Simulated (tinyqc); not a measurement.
Strain-driven crossing of the Gamma and L valleys in a germanium-like crystal alloyed with tin: one step. Band edges. Three cases, with inputs chosen for the exercise.

Question. Give the edges and the direct and indirect gaps from the top valence edge.

Edges from the unstrained valence top: Gamma at Eg + ac tr(e); an L valley with unit axis u at EgL + aL tr(e) + XuL (u.e.u - tr(e)/3), u along [111], [1-1-1], [-11-1], [-1-11]; valence edges are the levels of the 6 x 6 matrix of X, Y, Z times spin with -Dso/3 + l exx + m (eyy + ezz) on the diagonal (cyclic), n exy off it, l = av + 2 b, m = av - b, n = sqrt(3) d. Spin-orbit term (Dso/3) L.sigma on X, Y, Z with (L_k)_ij = -i epsilon_kij: <X+|H|Y+> = -i Dso/3, <X+|H|Z-> = Dso/3, <Y+|H|Z-> = -i Dso/3, <Z+|H|X-> = -Dso/3, <Z+|H|Y-> = i Dso/3, <X-|H|Y-> = i Dso/3, and their conjugates; + and - are the spin along z.

With tin the unstrained gaps become E(y) = (1 - y) E + y EgS - CS y (1 - y); all other values are kept.

Give: Gamma edge; L edges; valence edges from the top; direct and indirect gap.

Case 1.

Values chosen (near those of Ge, gaps at low temperature; shifted at random, so the results belong to these values and not to a real crystal): Eg = 0.91 eV (gap at Gamma to the s-like level); EgL = 0.744 eV (gap to L); Dso = 0.293 eV (spin-orbit splitting); ac = -8.34 eV (conduction deformation potential); av = 1.25 eV (valence hydrostatic potential); b = -2.58 eV (tetragonal shear potential); d = -5.23 eV (trigonal shear potential); aL = -1.35 eV (hydrostatic potential of the L edge, Xd + Xu/3); XuL = 15.99 eV (uniaxial potential, L); y = 0.117 (tin fraction); EgS = (-0.362, 0.067) eV (Gamma and L gaps of the tin end); CS = (2.6, 1.19) eV (bowing of the Gamma and L gaps).

strain tensor in the cubic axes:
```
,x,y,z
x,-0.02177539,-0.02202461,0.00000000
y,-0.02202461,-0.02177539,0.00000000
z,0.00000000,0.00000000,0.01691727
```

Answer.

Gamma edge = 0.7147 eV

L edges (eV): [111] 0.3430, [1-1-1] 0.8126, [-11-1] 0.8126, [-1-11] 0.3430

valence edges from the top (eV): 0.2016  -0.1734  -0.4211

direct and indirect gap (eV): 0.5130  0.1414

The gap is indirect: Gamma lies 372 meV above the lowest L valley. The top two valence edges are 375 meV apart. At strains above 3 % second-order terms, left out here, matter.

Case 2.

Values chosen (near those of Ge, gaps at low temperature; shifted at random, so the results belong to these values and not to a real crystal): Eg = 0.882 eV (gap at Gamma to the s-like level); EgL = 0.755 eV (gap to L); Dso = 0.289 eV (spin-orbit splitting); ac = -8.24 eV (conduction deformation potential); av = 1.24 eV (valence hydrostatic potential); b = -2.59 eV (tetragonal shear potential); d = -5.31 eV (trigonal shear potential); aL = -1.45 eV (hydrostatic potential of the L edge, Xd + Xu/3); XuL = 16.27 eV (uniaxial potential, L); y = 0.018 (tin fraction); EgS = (-0.416, 0.051) eV (Gamma and L gaps of the tin end); CS = (2.83, 1.06) eV (bowing of the Gamma and L gaps).

strain tensor in the cubic axes:
```
,x,y,z
x,-0.01593618,-0.01656382,0.00000000
y,-0.01656382,-0.01593618,0.00000000
z,0.00000000,0.00000000,0.01199578
```

Answer.

Gamma edge = 0.9724 eV

L edges (eV): [111] 0.5728, [1-1-1] 0.9321, [-11-1] 0.9321, [-1-11] 0.5728

valence edges from the top (eV): 0.1433  -0.1332  -0.3730

direct and indirect gap (eV): 0.8291  0.4295

The gap is indirect: Gamma lies 400 meV above the lowest L valley. The top two valence edges are 276 meV apart. At strains above 3 % second-order terms, left out here, matter.

Case 3.

Values chosen (near those of Ge, gaps at low temperature; shifted at random, so the results belong to these values and not to a real crystal): Eg = 0.895 eV (gap at Gamma to the s-like level); EgL = 0.735 eV (gap to L); Dso = 0.29 eV (spin-orbit splitting); ac = -8.37 eV (conduction deformation potential); av = 1.26 eV (valence hydrostatic potential); b = -2.53 eV (tetragonal shear potential); d = -5.24 eV (trigonal shear potential); aL = -1.49 eV (hydrostatic potential of the L edge, Xd + Xu/3); XuL = 16.43 eV (uniaxial potential, L); y = 0.094 (tin fraction); EgS = (-0.43, 0.1) eV (Gamma and L gaps of the tin end); CS = (2.06, 0.8) eV (bowing of the Gamma and L gaps).

strain tensor in the cubic axes:
```
,x,y,z
x,-0.00220000,0.00000000,0.00000000
y,0.00000000,-0.00220000,0.00000000
z,0.00000000,0.00000000,0.00163177
```

Answer.

Gamma edge = 0.6182 eV

L edges (eV): [111] 0.6113, [1-1-1] 0.6113, [-11-1] 0.6113, [-1-11] 0.6113

valence edges from the top (eV): 0.0062  -0.0125  -0.2942

direct and indirect gap (eV): 0.6120  0.6051

The gap is indirect: Gamma lies 7 meV above the lowest L valley. The top two valence edges are 19 meV apart.

Computed by tinyqc, one run a case: `OMP_NUM_THREADS=1 python tinyqc.py N N+1 out.jsonl` with N = 1080027, 1080092, 1080123; one thread of a shared Intel(R) Xeon(R) Processor @ 2.30GHz, about 0.01 s a run at most.
